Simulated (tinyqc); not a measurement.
Worked calculation: UHF in the sto-6g basis, for Li, spin multiplicity 2. This run ends on a higher stationary point, not on the lowest solution. One step of it, computed by the program tinyqc.

Question. Iteration 2: diagonalisation and new density. Diagonalise F' = X^T F X, C = X C', fill 2 alpha and 1 beta electrons from the bottom; D(s) = C_occ C_occ^T; the new density keeps 0.7 of the old one (damping). Each column has its largest component positive (the first on a tie).

extrapolated F(alpha) (hartree), lower triangle:
```
            1Li 1s     1Li 2s    1Li 2px    1Li 2py    1Li 2pz
1Li 1s   -3.277705
1Li 2s   -0.696770  -0.350120
1Li 2px   0.000000   0.000000  -0.075612
1Li 2py   0.000000   0.000000   0.000000  -0.338111
1Li 2pz   0.000000   0.000000   0.000000   0.000000  -0.304361
```

extrapolated F(beta) (hartree), lower triangle:
```
            1Li 1s     1Li 2s    1Li 2px    1Li 2py    1Li 2pz
1Li 1s   -3.268268
1Li 2s   -0.682509  -0.285884
1Li 2px   0.000000   0.000000  -0.058737
1Li 2py   0.000000   0.000000   0.000000  -0.024987
1Li 2pz   0.000000   0.000000   0.000000   0.000000  -0.287486
```

X, lower triangle:
```
            1Li 1s    1Li 2s   1Li 2px   1Li 2py   1Li 2pz
1Li 1s    1.021726
1Li 2s   -0.122153  1.021726
1Li 2px   0.000000  0.000000  1.000000
1Li 2py   0.000000  0.000000  0.000000  1.000000
1Li 2pz   0.000000  0.000000  0.000000  0.000000  1.000000
```

D(alpha) after iteration 1, lower triangle:
```
            1Li 1s    1Li 2s   1Li 2px   1Li 2py   1Li 2pz
1Li 1s    0.303525
1Li 2s   -0.007915  0.000206
1Li 2px   0.000000  0.000000  0.000000
1Li 2py   0.000000  0.000000  0.000000  1.000000
1Li 2pz   0.000000  0.000000  0.000000  0.000000  0.700000
```

D(beta) after iteration 1, lower triangle:
```
            1Li 1s    1Li 2s   1Li 2px   1Li 2py   1Li 2pz
1Li 1s    0.303985
1Li 2s   -0.009021  0.000268
1Li 2px   0.000000  0.000000  0.000000
1Li 2py   0.000000  0.000000  0.000000  0.000000
1Li 2pz   0.000000  0.000000  0.000000  0.000000  0.700000
```

overlap S, lower triangle:
```
           1Li 1s    1Li 2s   1Li 2px   1Li 2py   1Li 2pz
1Li 1s   1.000000
1Li 2s   0.235742  1.000000
1Li 2px  0.000000  0.000000  1.000000
1Li 2py  0.000000  0.000000  0.000000  1.000000
1Li 2pz  0.000000  0.000000  0.000000  0.000000  1.000000
```

Give: F' = X^T F X; orbital energies; coefficients C; F' = X^T F X; orbital energies; coefficients C; D(alpha) after iteration 2; D(beta) after iteration 2.

Answer.

F' = X^T F X (alpha) (hartree), lower triangle:
```
         1        2        3        4        5
1  -3.2530
2  -0.2850  -0.2405
3   0.0000   0.0000  -0.0756
4   0.0000   0.0000   0.0000  -0.3381
5   0.0000   0.0000   0.0000   0.0000  -0.3044
```

orbital energies (alpha) (hartree): MO1 -3.2797, MO2 -0.3381, MO3 -0.3044, MO4 -0.2138, MO5 -0.0756

coefficients C (alpha):
```
             MO1     MO2     MO3      MO4     MO5
1Li 1s    1.0059  0.0000  0.0000  -0.2170  0.0000
1Li 2s   -0.0262  0.0000  0.0000   1.0287  0.0000
1Li 2px   0.0000  0.0000  0.0000   0.0000  1.0000
1Li 2py   0.0000  1.0000  0.0000   0.0000  0.0000
1Li 2pz   0.0000  0.0000  1.0000   0.0000  0.0000
```

F' = X^T F X (beta) (hartree), lower triangle:
```
         1        2        3        4        5
1  -3.2457
2  -0.2791  -0.1768
3   0.0000   0.0000  -0.0587
4   0.0000   0.0000   0.0000  -0.0250
5   0.0000   0.0000   0.0000   0.0000  -0.2875
```

orbital energies (beta) (hartree): MO1 -3.2709, MO2 -0.2875, MO3 -0.1517, MO4 -0.0587, MO5 -0.0250

coefficients C (beta):
```
             MO1     MO2      MO3     MO4     MO5
1Li 1s    1.0066  0.0000  -0.2134  0.0000  0.0000
1Li 2s   -0.0299  0.0000   1.0286  0.0000  0.0000
1Li 2px   0.0000  0.0000   0.0000  1.0000  0.0000
1Li 2py   0.0000  0.0000   0.0000  0.0000  1.0000
1Li 2pz   0.0000  1.0000   0.0000  0.0000  0.0000
```

D(alpha) after iteration 2, lower triangle:
```
          1Li 1s  1Li 2s  1Li 2px  1Li 2py  1Li 2pz
1Li 1s    0.5160
1Li 2s   -0.0135  0.0004
1Li 2px   0.0000  0.0000   0.0000
1Li 2py   0.0000  0.0000   0.0000   1.0000
1Li 2pz   0.0000  0.0000   0.0000   0.0000   0.4900
```

D(beta) after iteration 2, lower triangle:
```
          1Li 1s  1Li 2s  1Li 2px  1Li 2py  1Li 2pz
1Li 1s    0.5168
1Li 2s   -0.0153  0.0005
1Li 2px   0.0000  0.0000   0.0000
1Li 2py   0.0000  0.0000   0.0000   0.0000
1Li 2pz   0.0000  0.0000   0.0000   0.0000   0.4900
```
